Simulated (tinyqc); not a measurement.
Changing the trap level E_t - E_i: trap-assisted generation and recombination current of an abrupt junction. Computed by tinyqc, a small Python program. Command: `OMP_NUM_THREADS=1 python tinyqc.py 3030509 3030510 out.jsonl junctionleak sweep`. One thread of a shared host (Intel(R) Xeon(R) Processor @ 2.30GHz), about 0.03 s of CPU time with the checks.

Depletion approximation, flat quasi-Fermi levels across the depleted layer, long neutral regions with minority lifetimes tau_n and tau_p, full ionisation and Boltzmann statistics. Voltages in exponents stand for e V.

Inputs (values chosen for the exercise, with bands and screening modelled on GaP):
```
quantity                              value    unit
gap E_g                                2.31      eV
electron mass m_e                     0.487     m_0
valleys M_c                               3       -
hole mass m_h                         0.797     m_0
dielectric constant eps                11.4       -
acceptor density N_A                4.6e+15   cm^-3
donor density N_D                   1.9e+17   cm^-3
capture time tau_n                  6.6e-09       s
capture time tau_p                  3.3e-09       s
electron diffusion coefficient D_n       12  cm^2/s
hole diffusion coefficient D_p          3.4  cm^2/s
forward bias V                          1.3       V
reverse bias V_r                        4.7       V
temperature T                           250       K
tunnelling mass m_t                    0.15     m_0
```

Field enhancement: Hurkx tunnelling factor.

Constants: k_B = 8.617333262e-05 eV/K; m_0 = 9.1093837015e-31 kg; k_B = 1.380649e-23 J/K; h = 6.62607015e-34 J s; e = 1.602176634e-19 C; eps_0 = 8.8541878128e-12 F/m; hbar = 1.054571817e-34 J s.

Method:
- N_c = 2 M_c (2 pi m_e k_B T/h^2)^(3/2) and N_v = 2 (2 pi m_h k_B T/h^2)^(3/2), masses in units of m_0.
- n_i = sqrt(N_c N_v) exp(-E_g/2 k_B T); V_bi = (k_B T/e) ln(N_A N_D/n_i^2); diffusion saturation current J_d0 = e n_i^2 [sqrt(D_n/tau_n)/N_A + sqrt(D_p/tau_p)/N_D].
- W = sqrt(2 eps eps_0 (V_bi - V)(1/N_A + 1/N_D)/e), x_p = W N_D/(N_A + N_D), x_n = W - x_p, peak field F_m = 2 (V_bi - V)/W; reverse bias means V = -V_r.
- Both capture times are divided by 1 + Gamma, Gamma = 2 sqrt(3 pi) (F/F_G) exp((F/F_G)^2), F_G = sqrt(24 m_t (k_B T)^3)/(e hbar) (the low-field Hurkx form), F being the local field, linear in x from 0 at the edges to F_m.
- Potential from the p edge: phi = (V_bi - V) x^2/(x_p W) on the p side and (V_bi - V)[1 - (W - x)^2/(x_n W)] on the n side; p = N_A exp(-phi/k_B T), n = n_i^2 exp(V/k_B T)/p; U = (n p - n_i^2)/[tau_p (n + n_i exp(dE/k_B T)) + tau_n (p + n_i exp(-dE/k_B T))], dE = E_t - E_i, n1 = n_i exp(dE/k_B T), p1 = n_i exp(-dE/k_B T); J_t = e int U dx by the trapezoid rule on 400 intervals on each side.
- Generation lifetime tau_g = tau_p exp(dE/k_B T) + tau_n exp(-dE/k_B T); textbook estimate e n_i W/tau_g; generation current J_g = -J_t; total = J_g + J_d0 (1 - exp(-V_r/k_B T)).
- Total J = J_t + J_d0 (exp(V/k_B T) - 1); ideality n = (e/k_B T) dV/d ln J, central difference of 1 mV.

One run for each value; columns: (1) trap level E_t - E_i (eV); (2) generation current (A/cm^2); (3) recombination current in the layer (A/cm^2); (4) ideality factor; (5) tau_g (s):
```
(1)            (2)         (3)     (4)         (5)
-0.300  4.6302e-25  9.2076e-08  1.9613  7.3668e-03
-0.220  1.8351e-23  9.2076e-08  1.9613  1.7970e-04
-0.150  4.5891e-22  9.2076e-08  1.9613  6.9729e-06
-0.075  1.4427e-20  9.2076e-08  1.9613  2.1463e-07
0.000   3.0363e-19  9.2076e-08  1.9613  9.9000e-09
0.150   9.1188e-22  9.2076e-08  1.9613  3.4864e-06
0.230   2.3024e-23  9.2076e-08  1.9613  1.4293e-04
0.300   9.2026e-25  9.2076e-08  1.9613  3.6834e-03
```

Give the missing row, trap level E_t - E_i (eV) = 0.075.

Computed row; columns: (1) trap level E_t - E_i (eV); (2) generation current (A/cm^2); (3) recombination current in the layer (A/cm^2); (4) ideality factor; (5) tau_g (s):
```
(1)           (2)         (3)     (4)         (5)
0.075  2.8623e-20  9.2076e-08  1.9613  1.0747e-07
```

Interpolating between the two neighbouring rows (linearly) misses most in tau_g (s), by a factor of 16. Over the rows, generation current (A/cm^2) goes from 4.63e-25 through a maximum among these rows, 3.04e-19 at 0, to 9.20e-25; recombination current in the layer (A/cm^2) does not change; ideality factor does not change. Generation is largest where the two terms of tau_g are equal, at dE = (k_B T/2) ln(tau_n/tau_p) = +0.007 eV, apart from edge effects.

Caution (all rows): so small a current is far below what can be measured; surface leakage and other defects rule in real diodes.

Extremes, crossings and ranges named in words are read from the listed rows.
